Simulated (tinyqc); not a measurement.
Inside a calculation. Method: Hueckel theory of the pi electrons with the omega technique, for the molecule BC(=C)C=CC=CC=N (SMILES; centres numbered as the heavy atoms are written). Computed by tinyqc, a small Python program that keeps every step. Settings: charge = 0, omega = 0.6, damping = 0.7. Command: `OMP_NUM_THREADS=1 python tinyqc.py 25087 25088 out.jsonl` (the two numbers bound the seeds that draw the settings). One thread of a shared host (Intel(R) Xeon(R) Processor @ 2.60GHz), about 0.01 s of CPU time with the checks.

## The Hueckel matrix

Centres:
```
centre  z_r, pi electrons of the neutral centre          h
1B                                            0  -1.010000
2C                                            1   0.000000
3C                                            1   0.000000
4C                                            1   0.000000
5C                                            1   0.000000
6C                                            1   0.000000
7C                                            1   0.000000
8C                                            1   0.000000
9N                                            1   0.440000
```

Bonds:
```
i  j         k
1  2  0.650000
2  3         1
2  4         1
4  5         1
5  6         1
6  7         1
7  8         1
8  9         1
```

H_rr = alpha + h_r beta, H_rs = k_rs beta for bonded centres.

Hueckel matrix in units of beta (H = alpha + beta A), lower triangle:
```
           1B        2C        3C        4C        5C        6C        7C        8C
1B  -1.010000
2C   0.650000  0.000000
3C   0.000000  1.000000  0.000000
4C   0.000000  1.000000  0.000000  0.000000
5C   0.000000  0.000000  0.000000  1.000000  0.000000
6C   0.000000  0.000000  0.000000  0.000000  1.000000  0.000000
7C   0.000000  0.000000  0.000000  0.000000  0.000000  1.000000  0.000000
8C   0.000000  0.000000  0.000000  0.000000  0.000000  0.000000  1.000000  0.000000
9N   0.000000  0.000000  0.000000  0.000000  0.000000  0.000000  0.000000  1.000000

          9N
9N  0.440000
```

## Orbitals, round 1

pi electrons, sum of z_r less the charge = 8

Diagonalise; E = alpha + x beta with beta < 0, so the largest x are filled first; degenerate levels share their electrons. P = sum n_i c_ri c_si; each orbital has its largest coefficient positive (the first on a tie).

x values: 1.909415  1.620099  1.120301  0.455352  -0.252208  -0.700082  -1.132625  -1.646505  -1.943747

occupations: 2.000000  2.000000  2.000000  2.000000  0.000000  0.000000  0.000000  0.000000  0.000000

coefficients:
```
         MO1        MO2        MO3        MO4        MO5        MO6        MO7        MO8
1B  0.071400   0.114481   0.122903  -0.084976  -0.113215   0.641374   0.526465   0.392098
2C  0.320686   0.463224   0.402799  -0.191569  -0.131990   0.305805  -0.099320  -0.383958
3C  0.167950   0.285923   0.359546  -0.420706   0.523339  -0.436813   0.087690   0.233196
4C  0.397962   0.390133   0.011824   0.388709  -0.416460  -0.194169  -0.317400   0.144128
5C  0.439190   0.168830  -0.389553   0.368569   0.237025  -0.169871   0.458815   0.146649
6C  0.440633  -0.116612  -0.448241  -0.220880   0.356680   0.313092  -0.202266  -0.385587
7C  0.402162  -0.357753  -0.112612  -0.469147  -0.326983  -0.049319  -0.229724   0.488222
8C  0.327261  -0.462983   0.322082   0.007253  -0.274212  -0.278565   0.462457  -0.418272
9N  0.222715  -0.392326   0.473440   0.472450   0.396141   0.244338  -0.294067   0.200466

          MO9
1B  -0.323087
2C   0.464125
3C  -0.238778
4C  -0.453356
5C   0.417085
6C  -0.357351
7C   0.277515
8C  -0.182068
9N   0.076379
```

charge and bond-order matrix P, lower triangle:
```
           1B         2C         3C         4C         5C         6C         7C        8C
1B   0.081060
2C   0.283422   1.032724
3C   0.249327   0.823450   0.832452
4C   0.082999   0.477276   0.038210   0.923625
5C  -0.057022  -0.016940  -0.346174   0.758614   1.017972
6C  -0.036418  -0.101900  -0.055150   0.077406   0.534076   0.914928
7C   0.027569   0.015525   0.244274  -0.326438  -0.025638   0.746053   1.045004
8C   0.018664   0.037656   0.070675  -0.087519  -0.114461   0.104438   0.515145  0.850485
9N  -0.021944  -0.020237  -0.206619   0.249633   0.042557  -0.345369  -0.090081  0.820878

          9N
9N  1.301752
```

## Omega technique, round 1

h_r = h_r(0) + omega q_r, omega = 0.6, with q_r = z_r - P_rr; 0.7 of the old diagonal is kept.

matrix after round 1, lower triangle:
```
           1B         2C        3C        4C         5C        6C         7C        8C
1B  -1.024591
2C   0.650000  -0.005890
3C   0.000000   1.000000  0.030159
4C   0.000000   1.000000  0.000000  0.013748
5C   0.000000   0.000000  0.000000  1.000000  -0.003235
6C   0.000000   0.000000  0.000000  0.000000   1.000000  0.015313
7C   0.000000   0.000000  0.000000  0.000000   0.000000  1.000000  -0.008101
8C   0.000000   0.000000  0.000000  0.000000   0.000000  0.000000   1.000000  0.026913
9N   0.000000   0.000000  0.000000  0.000000   0.000000  0.000000   0.000000  1.000000

          9N
9N  0.385685
```

## Orbitals, round 2

As before.

x values: 1.913148  1.620074  1.116595  0.449205  -0.248196  -0.700264  -1.134759  -1.645049  -1.940753

occupations: 2.000000  2.000000  2.000000  2.000000  0.000000  0.000000  0.000000  0.000000  0.000000

coefficients:
```
         MO1        MO2        MO3        MO4        MO5        MO6        MO7        MO8
1B  0.071549  -0.113818   0.120744  -0.079530  -0.120564   0.630073   0.530455   0.397634
2C  0.323373  -0.463094   0.397746  -0.180325  -0.144008   0.314384  -0.089907  -0.379562
3C  0.171734  -0.291270   0.366102  -0.430323   0.517355  -0.430413   0.077178   0.226576
4C  0.402325  -0.387723   0.001879   0.399952  -0.404094  -0.197434  -0.320481   0.137125
5C  0.440803  -0.159716  -0.395674   0.354488   0.249858  -0.173413   0.457981   0.152100
6C  0.442423   0.128455  -0.444967  -0.239568   0.342888   0.318309  -0.197736  -0.386845
7C  0.398842   0.365855  -0.094359  -0.458434  -0.340213  -0.054361  -0.230571   0.490203
8C  0.323852   0.467222   0.338841   0.029923  -0.261205  -0.280682   0.457511  -0.415592
9N  0.212020   0.378504   0.463588   0.471070   0.412072   0.258467  -0.300906   0.204651

          MO9
1B  -0.331661
2C   0.467470
3C  -0.237185
4C  -0.451726
5C   0.415429
6C  -0.353175
7C   0.275405
8C  -0.179088
9N   0.076979
```

charge and bond-order matrix P, lower triangle:
```
           1B         2C         3C         4C         5C         6C         7C        8C
1B   0.077956
2C   0.276425   1.019492
3C   0.247735   0.827267   0.867078
4C   0.082669   0.476559   0.021209   0.944320
5C  -0.052500  -0.009587  -0.350360   0.760613   1.004072
6C  -0.035279  -0.100406  -0.042496   0.063082   0.531286   0.935252
7C   0.023924   0.009371   0.249323  -0.329831  -0.015592   0.750530   1.023981
8C   0.017052   0.035469   0.061406  -0.076509  -0.110663   0.090710   0.508822  0.877770
9N  -0.018800  -0.014554  -0.213655   0.255645   0.033129  -0.353423  -0.073317  0.833374

          9N
9N  1.250078
```

## Omega technique, round 2

As before.

matrix after round 2, lower triangle:
```
           1B         2C        3C        4C         5C        6C         7C        8C
1B  -1.034246
2C   0.650000  -0.007632
3C   0.000000   1.000000  0.045037
4C   0.000000   1.000000  0.000000  0.019646
5C   0.000000   0.000000  0.000000  1.000000  -0.002997
6C   0.000000   0.000000  0.000000  0.000000   1.000000  0.022374
7C   0.000000   0.000000  0.000000  0.000000   0.000000  1.000000  -0.009987
8C   0.000000   0.000000  0.000000  0.000000   0.000000  0.000000   1.000000  0.040840
9N   0.000000   0.000000  0.000000  0.000000   0.000000  0.000000   0.000000  1.000000

          9N
9N  0.356965
```

## Convergence

Each round sets h_r = h_r(0) + omega (z_r - P_rr), keeping the share named as damping of the old diagonal; repeat until output and input diagonals agree to 1e-6.

Rounds:
```
round    sum n x  largest |h(out) - h(in)|
1      10.210335                  1.81e-01
2      10.198045                  9.57e-02
3      10.195925                  5.05e-02
4      10.196787                  2.68e-02
5      10.198317                  1.43e-02
6      10.199782                  7.73e-03
7      10.200983                  4.57e-03
8      10.201902                  3.12e-03
9      10.202581                  2.14e-03
10     10.203071                  1.47e-03
11     10.203420                  1.00e-03
12     10.203667                  6.89e-04
13     10.203839                  4.73e-04
14     10.203960                  3.24e-04
15     10.204043                  2.23e-04
16     10.204101                  1.53e-04
17     10.204142                  1.05e-04
18     10.204169                  7.21e-05
19     10.204189                  4.95e-05
20     10.204202                  3.40e-05
21     10.204211                  2.34e-05
22     10.204217                  1.61e-05
23     10.204222                  1.10e-05
24     10.204225                  7.58e-06
25     10.204227                  5.21e-06
26     10.204228                  3.58e-06
27     10.204229                  2.46e-06
28     10.204230                  1.69e-06
29     10.204230                  1.16e-06
30     10.204231                  8.00e-07
```

Converged in 30 rounds.

## Energy, charges, bond orders

final x values: 1.920109  1.622521  1.114470  0.445015  -0.245733  -0.706259  -1.140057  -1.643111  -1.936955

occupations: 2.000000  2.000000  2.000000  2.000000  0.000000  0.000000  0.000000  0.000000  0.000000

final P, lower triangle:
```
           1B         2C         3C         4C         5C         6C         7C        8C
1B   0.073944
2C   0.268190   1.008808
3C   0.243637   0.830509   0.899039
4C   0.082672   0.476585   0.006104   0.960080
5C  -0.047557  -0.002822  -0.353701   0.761711   0.995504
6C  -0.034236  -0.099464  -0.029397   0.048792   0.529334   0.952872
7C   0.019970   0.003302   0.253287  -0.332052  -0.007380   0.753860   1.008637
8C   0.015429   0.033679   0.049355  -0.062544  -0.107584   0.073608   0.503480  0.908316
9N  -0.015195  -0.008493  -0.219333   0.260090   0.024071  -0.359932  -0.057019  0.844624

          9N
9N  1.192800
```

E = sum n x; q_r = z_r - P_rr; bond order p = P_rs; free valence = sqrt(3) - sum of p over the bonds of the atom.

pi energy = 8 alpha + this times beta = 10.204231

pi charges: 1B -0.073944, 2C -0.008808, 3C 0.100961, 4C 0.039920, 5C 0.004496, 6C 0.047128, 7C -0.008637, 8C 0.091684, 9N -0.192800

Bond orders and lengths from R = 1.517 - 0.180 p (angstrom, C-C alone):
```
bond         p         R
1-2   0.268190         -
2-3   0.830509  1.367508
2-4   0.476585  1.431215
4-5   0.761711  1.379892
5-6   0.529334  1.421720
6-7   0.753860  1.381305
7-8   0.503480  1.426374
8-9   0.844624         -
```

free valence of the carbons: 2C 0.156767, 3C 0.901542, 4C 0.493755, 5C 0.441006, 6C 0.448857, 7C 0.474711, 8C 0.383947

gap between the highest filled and the next level = 0.690747 |beta|
